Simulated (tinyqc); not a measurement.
Elastic trap-assisted tunnelling through a dielectric: effect of the thickness at fixed voltage.

Emitter at x = 0 (Fermi level 0), collector at x = t (Fermi level -V), band edge U(x) = phi - F x, F = V/t. A trap at x has the energy E = U(x) - Et. With G(u) = (4/(3 F)) sqrt(mo/C) max(u, 0)^1.5, C = hbar^2/(2 m0): S1 = G(phi - E) - G(Et), S2 = G(Et) - G(phi - V - E), T1,2 = exp(-S1,2). The steady rate through one trap is nu T1 T2 (f1 - f2)/(T1 + T2), f1 = f(E), f2 = f(E + V), f(y) = 1/(1 + exp(y/Vt)); both contacts offer states at E.

J = q Nt times the integral of the rate over x. Direct S = (4/(3 F)) sqrt(mo/C) [phi^1.5 - max(phi - V, 0)^1.5].

Values chosen for this exercise; dielectric values close to those of silicon dioxide:
- T = 350 K (temperature)
- phi = 3.04 eV (barrier above the emitter Fermi level)
- mo = 0.52 m0 (tunnelling mass)
- Et = 2.74 eV (trap depth below the band edge of the dielectric)
- Nt = 4.1e18 cm^-3 (trap density)
- nu = 1e13 1/s (attempt frequency)
- V = 1.76 V (voltage)

Constants: q = 1.602176634e-19 C, kB = 1.380649e-23 J/K, hbar = 1.054571817e-34 J s, m0 = 9.1093837015e-31 kg, Vt = kB T/q, hbar^2/(2 m0) = 0.0380998212 eV nm^2. Results are converted to the units shown.

Effect of the thickness at fixed voltage:
```
t (nm)	J (A/cm^2)	x of the peak over t	larger S there	direct S
2.5	0.0274	0.453	15.2	27.0
3.4	1.23e-4	0.454	20.6	36.7
4.4	3.02e-7	0.455	26.6	47.4
5.3	1.36e-9	0.456	32.0	57.1
6.2	6.09e-12	0.456	37.4	66.8
7.1	2.73e-14	0.457	42.8	76.5
8.1	6.73e-17	0.457	48.8	87.3
9	3.02e-19	0.457	54.2	97.0
```

J falls from 0.0274 to 3.02e-19 A/cm^2, on average 2.61 decades a nanometre, against 4.68 for the direct exponent: trap-assisted leakage falls more slowly, so it gains on direct tunnelling as the layer thickens.

Range of the model: Phonon-assisted (inelastic) capture, chains of traps and a spread of trap depths are left out.

Numbers from tinyqc (`OMP_NUM_THREADS=1 python tinyqc.py 2370126 2370127 out.jsonl`; about 0.04 s on one thread of a shared Intel Xeon 2.30GHz).
